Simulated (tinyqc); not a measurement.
# Shallow acceptor in the spherical model (Baldereschi-Lipari), strong spin-orbit limit, step by step

A worked calculation. Computed by tinyqc, a small Python program that keeps every step. Command: `OMP_NUM_THREADS=1 python tinyqc.py 3001516 3001517 out.jsonl acceptor walk`. One thread of a shared host (Intel(R) Xeon(R) Processor @ 2.30GHz), about 0.01 s of CPU time with the checks. Intermediate numbers are printed to about 7 digits and carried at full precision; extremes and crossings named in words are read from the listed rows.

The 1S(3/2) state has an s envelope f(r) and a d envelope g(r). In effective units they obey -(f'' + 2f'/r + 2f/r) + mu (g'' + 5g'/r + 3g/r^2) = E f and -(g'' + 2g'/r - 6g/r^2 + 2g/r) + mu (f'' - f'/r) = E g. The cubic term, the split-off band and the central cell are left out.

Inputs (values chosen for the exercise, modelled on ZnSe):

| quantity | value | unit |
|---|---|---|
| Luttinger gamma_1 | 3.78 | - |
| Luttinger gamma_2 | 1.21 | - |
| Luttinger gamma_3 | 1.69 | - |
| dielectric constant eps | 8.96 | - |
| spin-orbit gap Delta_so | 419 | meV |
| functions per channel n | 3 | - |
| smallest exponent zeta_1 | 0.81 | 1/a* |
| ratio beta of exponents | 2.4 | - |

Constants: Ry = 13.605693123 eV; a_0 = 0.529177210903 angstrom.

## Effective units and couplings

Ry* = Ry/(gamma_1 eps^2), a* = a_0 eps gamma_1, mu = (6 gamma_3 + 4 gamma_2)/(5 gamma_1), delta = (gamma_3 - gamma_2)/gamma_1; spherical masses 1/(gamma_1 (1 - mu)) (heavy) and 1/(gamma_1 (1 + mu)) (light).

Ry* = 44.83455 meV

a* = 17.92260 angstrom

mu = 0.7925926

delta = 0.1269841

heavy-hole mass = 1.275510 m_0

light-hole mass = 0.1475797 m_0

## Matrices in a small basis

zeta_i = zeta_1 beta^(i-1), i = 1..n, in both channels. Basis: f_i = exp(-zeta_i r), g_i = r exp(-zeta_i r), weight r^2 dr, s = zeta_i + zeta_j. S_ff = 2/s^3, H_ff = zeta_i zeta_j S_ff - 2/s^2; S_gg = 24/s^5, H_gg = 8/s^3 + 24 zeta_i zeta_j/s^5 - 12/s^4; H(f_i, g_j) = mu (6 zeta_i^2/s^4 + 2 zeta_i/s^3); S_fg = 0. Each function is normalised by sqrt(S_ii).

H (Ry*):
```
            f1          f2          f3         g1        g2         g3
f1     -0.9639  -0.8925170  -0.6073349  0.7505842  1.026459  0.8938582
f2  -0.8925170   -0.108864    1.861928   1.700074  4.323365   5.912407
f3  -0.6073349    1.861928    12.43662   2.201675  9.792424   24.90258
g1   0.7505842    1.700074    2.201675     0.7209  1.713087   1.991869
g2    1.026459    4.323365    9.792424   1.713087  6.873984   12.77513
g3   0.8938582    5.912407    24.90258   1.991869  12.77513   46.12599
```

S:
```
          f1        f2        f3        g1        g2        g3
f1  1.000000  0.756781  0.358000  0.000000  0.000000  0.000000
f2  0.756781  1.000000  0.756781  0.000000  0.000000  0.000000
f3  0.358000  0.756781  1.000000  0.000000  0.000000  0.000000
g1  0.000000  0.000000  0.000000  1.000000  0.628468  0.180498
g2  0.000000  0.000000  0.000000  0.628468  1.000000  0.628468
g3  0.000000  0.000000  0.000000  0.180498  0.628468  1.000000
```

## Lowest level in the small basis

H c = E S c with c^T S c = 1 and the largest component positive; the d weight is the part of the norm in g.

E = -2.463274 Ry*

coefficients: f1 -0.1087360, f2 0.6559673, f3 0.3128226, g1 0.0219662, g2 -0.4755654, g3 -0.0990576

d weight = 0.2817536

## Converged levels

Large basis: zeta_i = 0.08 x 1.55^(i-1), i = 1..20 in each channel; overlap eigenvalues below 1e-11 are dropped. Binding energies are -E Ry*; the mass that fits is E(1S) eps^2/Ry.

1S(3/2) binding in Ry* = 2.502319

1S(3/2) binding energy = 112.1904 meV

2S(3/2) binding energy = 33.56583 meV

d weight of 1S(3/2) = 0.2922401

Hydrogenic mass that fits = 0.6619891 m_0

The small basis recovers 98.4 % of the binding. The ratio 2S/1S is 0.299 against the hydrogenic 0.25. The fitted mass is 52 % of the heavy-hole mass. Caution: the binding exceeds a fifth of the spin-orbit gap Delta_so, so the split-off band, left out, matters. Caution: the orbit is only a few bond lengths wide, so central-cell terms matter.

## One mass for the acceptor?

Hydrogenic binding Ry m/eps^2; the density-of-states mass is (m_H^(3/2) + m_L^(3/2))^(2/3); errors are against the large basis.

1S binding energy:

| mass | value (m_0) | binding (meV) | error (%) |
|---|---|---|---|
| light hole | 0.147580 | 25.0110 | -77.70663 |
| 1/gamma_1 | 0.264550 | 44.8346 | -60.03707 |
| mean of heavy and light | 0.711545 | 120.5888 | 7.48589 |
| heavy hole | 1.275510 | 216.1666 | 92.67842 |
| density of states | 1.308761 | 221.8017 | 97.70123 |

The coupled result, 112.19 meV, lies between the 1/gamma_1 value (no coupling) and the heavy-hole value; the closest single rule here is "mean of heavy and light", off by +7.5 %.

## Binding against mu

The formulas are those given above.

1S(3/2):

| mu | binding (Ry*) | d weight | binding x (1 - mu) |
|---|---|---|---|
| 0.10 | 1.009075 | 0.0042365 | 0.9081674 |
| 0.24 | 1.054881 | 0.0245764 | 0.8017098 |
| 0.48 | 1.268203 | 0.1008840 | 0.6594657 |
| 0.50 | 1.298539 | 0.1097889 | 0.6492697 |
| 0.79 | 2.476372 | 0.2901448 | 0.5200380 |
| 0.80 | 2.580198 | 0.2982800 | 0.5160396 |
| 0.90 | 4.768333 | 0.3881797 | 0.4768333 |
| 0.95 | 9.144654 | 0.4400163 | 0.4572327 |

The binding grows from 1.009 to 9.14 Ry*, slowly at first (second order in mu), while the d weight rises to 0.44. The last column, the binding in units of the heavy-hole Rydberg, falls to 0.457, towards about 0.44 as mu tends to 1.

Checks made by the program: mu = 0 against hydrogen, 1 and 1/4 (relative difference 4e-06); the coupling element from the adjoint operator (relative difference below 1e-10).
